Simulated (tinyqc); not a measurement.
Lossy package transmission line with skin effect: one step of the calculation.

A uniform line in a homogeneous dielectric: c = sqrt(er)/(c0 Z0), l = Z0 sqrt(er)/c0 (c0 = 299792458 m/s), g = w c td, w = 2 pi f. The resistance joins its limits as r = sqrt(r_dc^2 + r_hf^2), with r_dc = rho/(wd th), r_hf = kr rho/(2 delta (wd + th)), delta = sqrt(rho/(pi f mu0)), mu0 = 4 pi 1e-7 H/m; this is an interpolation, and internal inductance, up to 0.05 nH/mm at low frequency, is neglected.

Problem. Line constants. delta, r_dc, r_hf, r, l, c and g as defined.

Values chosen for this exercise: width of the strip wd = 31 um; thickness of the strip th = 9.2 um; resistivity rho = 1.8 uohm cm; relative permittivity er = 3; loss tangent td = 0.02; lossless impedance sqrt(l/c) Z0 = 35 ohm; factor for crowding and the return path kr = 1.5; frequency f = 26 GHz.

Give: delta; r_dc; r_hf; r; l; c; g.

Solution.

delta = 0.41876 um
r_dc = 0.063114 ohm/mm
r_hf = 0.80193 ohm/mm
r = 0.80441 ohm/mm
l = 0.20221 nH/mm
c = 165.07 pF/m
g = 0.53933 S/m

r is 12.7 times r_dc; the skin depth is 0.0455 of the thickness.

Program tinyqc, `OMP_NUM_THREADS=1 python tinyqc.py 2810165 2810166 out.jsonl`; Intel Xeon 2.30GHz, shared host, one thread, about 0.01 s.
